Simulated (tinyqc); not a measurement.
Raising U: Hubbard chain of 4 sites, mean field against exact. Computed by the program tinyqc. Collinear unrestricted mean field (the lowest of 40 random starts) against exact diagonalisation.

one-body matrix (hopping and site energies) (eV):
```
         1        2        3        4
1   0.0000  -1.0400   0.0000   0.0000
2  -1.0400   0.0000  -1.0400   0.0000
3   0.0000  -1.0400   0.0000  -1.0400
4   0.0000   0.0000  -1.0400   0.0000
```

electrons, up and down: 2  1

Exact and mean-field results (eV):
```
U            U/t    E exact  E mean field  mean |n_up - n_down|  double occupancy, exact  first gap in the sector
0.5200    0.5000  -3.762913     -3.750629                0.2500                   0.1110                   1.0244
1.0400    1.0000  -3.546300     -3.498192                0.2500                   0.0974                   0.9838
2.0800    2.0000  -3.192317     -3.016872                0.2500                   0.0736                   0.8695
3.1200    3.0000  -2.926854     -2.597697                0.3772                   0.0550                   0.7521
4.1600    4.0000  -2.728060     -2.278982                0.4977                   0.0414                   0.6502
6.2400    6.0000  -2.461204     -1.892106                0.6262                   0.0246                   0.4987
12.4800  12.0000  -2.109520     -1.651389                0.7408                   0.0079                   0.2805
20.8000  20.0000  -1.945601     -1.578829                0.7468                   0.0031                   0.1740
```

Estimate the missing row, U = 8.32.

Computed row:
```
U          U/t    E exact  E mean field  mean |n_up - n_down|  double occupancy, exact  first gap in the sector
8.3200  8.0000  -2.296390     -1.744169                0.7278                   0.0159                   0.3985
```

In absolute terms mean field is worst at U/t = 6.0, 0.569 eV too high: at small U it is nearly exact, and at large U it still misses the motion of the hole through a fluctuating spin background. Relative to the exact energy its error is 0.3 % at the smallest U, 24 % at most and 19 % at the largest. The double occupancy falls from 0.111 to 0.003.
